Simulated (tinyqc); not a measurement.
# Donor or exciton in a quantum well (variational effective-mass method), step by step

A worked calculation. Computed by tinyqc, a small Python program that keeps every step. Command: `OMP_NUM_THREADS=1 python tinyqc.py 3019036 3019037 out.jsonl welldonor walk`. One thread of a shared host (Intel(R) Xeon(R) Processor @ 2.30GHz), about 0.03 s of CPU time with the checks. Intermediate numbers are printed to about 6 digits and carried at full precision; extremes and crossings named in words are read from the listed rows.

Electron and hole in their lowest subbands f(z) = cos(pi z/L); relative in-plane motion exp(-rho/lambda) (separable trial function), H = -nabla_rho^2 - 2/sqrt(rho^2 + (z_e - z_h)^2) in effective units. Mass and screening are the same in well and barrier; l = L/a* is the width in effective units. Bands are flat: no polarisation or applied field.

Inputs (values chosen for the exercise, for a model semiconductor):
```
quantity                 value  unit
electron mass m          0.167   m_0
dielectric constant eps   8.84     -
well width L               2.5    nm
trial radius lambda        1.6    a*
in-plane hole mass m_h   0.319   m_0
```

Centre: exciton. Barriers: infinite.

Constants: Ry = 13.605693123 eV; a_0 = 0.529177210903 angstrom; hbar^2/(2 m_0) = 3.80998212 eV angstrom^2.

## Effective units

mu = m m_h/(m + m_h) takes the place of m; Ry* = Ry m/eps^2, a* = a_0 eps/m; l = L/a*.

mass used = 0.109615 m_0

Ry* = 19.0848 meV

a* = 4.26759 nm

l = 0.585811

Caution: so narrow a well has large confinement energy, where non-parabolicity and barrier penetration matter.

## Binding at the trial radius

k = pi/l; f = cos(k z) inside and zero outside. Binding E_b(lambda) = -1/lambda^2 + (8/lambda^2) int_0^l P(z) g(z) dz, with P(z) = (2/l) [(1 - z/l)(1 + cos(2 pi z/l)/2) + (3/(4 pi)) sin(2 pi z/l)] the distribution of |z_e - z_h| and g(z) = int_z^infinity exp(-2 sqrt(r^2 - z^2)/lambda) dr = int_0^infinity exp(-2 rho/lambda) rho/sqrt(rho^2 + z^2) d rho; 40 Gauss-Legendre points in z and 40 in t with rho = lambda t/(1 - t).

int P dz = 1

int P g dz = 0.708562 a*

E_b(lambda) = 1.82363 Ry*

## Best radius

Golden-section search for the maximum over lambda from 0.3 to 4, 40 steps.

best lambda = 0.761113 a*

binding in Ry* = 2.47301

binding energy = 47.1968 meV

radius lambda a* = 3.24812 nm

Confinement changes the binding by a factor 2.473 against the bulk value (limits: 4 in two dimensions, 1 inside a wide well, which this separable form does not reach).

## Binding against well width

Each row maximises over lambda (golden section, 0.3 to 4).

Against width:
```
L (nm)  lambda (a*)  binding (Ry*)  binding (meV)
0.75        0.60481        3.25451        62.1115
1.40        0.67073        2.88401        55.0407
2.50        0.76111        2.47301        47.1968
4.50        0.89142        2.02478        38.6425
8.00        1.06916        1.59447        30.4302
```

The binding is largest in the narrowest well, 3.255 Ry* at 0.75 nm, on the way to 4. In the widest well it is 1.594 Ry*. In the narrow rows the confinement energy passes real barrier heights: infinite walls and a parabolic band fail, and with real barriers the binding peaks and falls.

Checks made by the program: the two-dimensional limit, 4 Ry* (relative difference 3e-03); normalisation of P(z) (relative difference below 1e-10).
